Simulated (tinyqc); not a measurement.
Equal gaps, different models: fitting sp3s* parameters to three gaps by Newton steps.

sp3s* tight binding, nearest neighbours only: anion (a) at 0, cation (c) at a/4 (1,1,1), orbitals s, px, py, pz, s* on each; k in units of 2 pi/a. With phases e_j = exp(i (pi/2) k.n_j) for n = (1,1,1), (1,-1,-1), (-1,1,-1), (-1,-1,1): g0 = (e1+e2+e3+e4)/4, g1 = (e1+e2-e3-e4)/4, g2 = (e1-e2+e3-e4)/4, g3 = (e1-e2-e3+e4)/4. The diagonal holds the levels Esa, Epa, Exa (s*) and Esc, Epc, Exc. Anion-cation block: <sa|sc> = Vss g0; <sa|xc> = Vsapc g1; <xa|sc> = -Vscpa g1; <xa|xc> = Vxx g0; <xa|yc> = <ya|xc> = Vxy g3, <xa|zc> = <za|xc> = Vxy g2, <ya|zc> = <za|yc> = Vxy g1; <s*a|xc> = Vxapc g1; <xa|s*c> = -Vpaxc g1; y and z take g2 and g3 in place of g1; s-s* and s*-s* vanish.

Gaps are level 5 at Gamma, X = (1,0,0) and L = (1/2,1/2,1/2) less level 4 at Gamma; no spin-orbit coupling. Free parameters: Esc, Vsapc and Exc. H is linear in them, so by Hellmann-Feynman J_ij = <u|dH/dp_j|u> for level 5 at point i less the same for level 4 at Gamma. Newton: p(new) = p + J^-1 (target - gaps); stop when all misses are below 1e-7 eV.

Constants: hbar^2/2m0 = 3.80998211 eV angstrom^2.

Parameters, chosen for this exercise (out of a larger set: near a published set for InP, fitted to gaps, whose masses and valley positions are rough; not measured data): p = (-8.55, 0.872, -1.481, 4.06, 8.276, 7.048, -5.374, 1.873, 4.248, 2.218, 5.597, 3.449, 4.478) eV (start, order Esa, Epa, Esc, Epc, Exa, Exc, Vss, Vxx, Vxy, Vsapc, Vscpa, Vxapc, Vpaxc); tg = (1.2173, 2.5004, 1.8357) eV (target gaps at Gamma, X, L); a = 5.872 angstrom (lattice constant).

The same three targets are met with other triples of free parameters (those for which Newton converges within 3 eV of the start). Not fitted: level 5 at K = (3/4,3/4,0) above Ev, the spacing of levels 6 and 5 at X, the depth of level 2 at X below Ev, the valence width at Gamma, and the mass c q^2/(E(q) - E(0)) of level 5 along [100], q = 0.002 (2 pi/a), c = hbar^2/2m0.

Unfitted results:
```
free parameters    largest change (eV)  K (eV)  X spacing (eV)  level 2 at X (eV)  valence width (eV)  mass (m0)
start                            0.000   2.383           0.515              6.658              11.454     0.1217
Vss, Vxapc, Vpaxc                0.232   2.393           0.340              6.724              11.261     0.1011
Esc, Vxapc, Vpaxc                0.285   2.416           0.537              6.711              11.511     0.1032
Vss, Vsapc, Vpaxc                0.430   2.373           0.223              6.787              11.261     0.0995
Esa, Vxapc, Vscpa                0.903   2.406           0.443              6.621              12.165     0.1017
Vss, Exa, Exc                    0.462   2.391           0.316              6.680              11.261     0.1011
Esc, Vsapc, Exc                  0.250   2.403           0.408              6.782              11.511     0.1015
```

What does the comparison show?

All fitted rows have the same three gaps, yet they spread by 43 meV at K, 313 meV in the X spacing, 167 meV in level 2 at X, 903 meV in the valence width and 3.7 % in the mass. The smallest change of parameters, 0.232 eV, is that of Vss, Vxapc, Vpaxc. A fit fixes what it was given and leaves the rest to the choice of free parameters.

Program tinyqc; command `OMP_NUM_THREADS=1 python tinyqc.py 1452676 1452677 out.jsonl`; about 0.2 s on one thread of a shared Intel(R) Xeon(R) Processor @ 2.30GHz.
